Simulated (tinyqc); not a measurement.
Extended Hueckel theory, for BeH2, step by step. One step of it, computed by the program tinyqc.

Task: Mulliken analysis. P = C n C^T; charge = valence electrons (Be 2, H 1) minus the sum of (P S)_ii on the atom; overlap population = 2 sum P_ij S_ij between two atoms.

coefficients, order 1Be 2s, 1Be 2px, 1Be 2py, 1Be 2pz, 2H 1s, 3H 1s:
```
[[0.328702, 0.000000, -0.175747, 0.000000, 1.298046, 0.000000],
 [0.000000, 0.000000, 0.000000, 1.000000, 0.000000, 0.000000],
 [0.000000, 0.201259, 0.000000, 0.000000, 0.000000, 1.682273],
 [0.007787, 0.000000, 0.984611, 0.000000, 0.201036, 0.000000],
 [0.518263, 0.600681, 0.059964, 0.000000, -0.778329, -1.068181],
 [0.518263, -0.600681, 0.059964, 0.000000, -0.778329, 1.068181]]
```

occupations: [2.000000, 2.000000, 0.000000, 0.000000, 0.000000, 0.000000]

overlap S, order 1Be 2s, 1Be 2px, 1Be 2py, 1Be 2pz, 2H 1s, 3H 1s:
```
[[1.000000, 0.000000, 0.000000, 0.000000, 0.484341, 0.484341],
 [0.000000, 1.000000, 0.000000, 0.000000, 0.000000, 0.000000],
 [0.000000, 0.000000, 1.000000, 0.000000, 0.558013, -0.558013],
 [0.000000, 0.000000, 0.000000, 1.000000, 0.053187, 0.053187],
 [0.484341, 0.000000, 0.558013, 0.053187, 1.000000, 0.044315],
 [0.484341, 0.000000, -0.558013, 0.053187, 0.044315, 1.000000]]
```

Give: charges; Overlap populations.

Result:

charges: [1.1020, -0.5510, -0.5510]

Overlap populations:
```
pair      value
2-1    0.600735
3-1    0.600735
3-2   -0.016347
```
